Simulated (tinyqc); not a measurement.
Fermi-level pinning from two metals.

Inverse problem. Cowley-Sze model with the space charge neglected: phiB = S (phiM - chi) + (1 - S)(Eg - phi0), S = 1/(1 + q Dit dl/(eps0 ei)), dl in cm. Find S, phi0 and Dit.

Parameters, values chosen for the exercise; band and dielectric values close to those of cadmium telluride: band gap Eg = 1.49 eV; electron affinity chi = 4.34 eV; thickness of the interfacial layer dl = 0.4 nm; relative permittivity of the interfacial layer ei = 1.

Constants: q = 1.602176634e-19 C, eps0 = 8.8541878128e-14 F/cm where lengths are in cm. Results are converted to the units shown.

barriers for metals with phiM = 4.47 and 5.8 eV (eV): [0.30961511, 1.3410050]

Solution. S is the slope of phiB against phiM; either barrier then gives phi0, and S gives Dit.

S = 0.7755
phi0 = 0.5600 eV
Dit = 4.000e12 cm^-2 eV^-1

Computed by the program tinyqc: `OMP_NUM_THREADS=1 python tinyqc.py 2020054 2020055 out.jsonl`, one thread of a shared Intel Xeon 2.30GHz, about 0.04 s for the whole run.
